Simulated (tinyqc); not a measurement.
Inductance and parasitic capacitance from two readings.

Inverse problem. A loss-free coil L in parallel with C shows the apparent inductance L/(1 - w^2 L C), w = 2 pi f. Find L, C and the self-resonance 1/(2 pi sqrt(L C)).

apparent inductance at 8.9 and 17 GHz (nH): [1.7649137, 3.3159768]

Answer. The inverse of the reading is 1/L - w^2 C, a straight line in w^2.

L = 1.500 nH
C = 32.00 fF
self-resonance = 22.97 GHz

Computed by the program tinyqc: `OMP_NUM_THREADS=1 python tinyqc.py 2302077 2302078 out.jsonl`, one thread of a shared Intel Xeon 2.30GHz, about 0.01 s for the whole run.
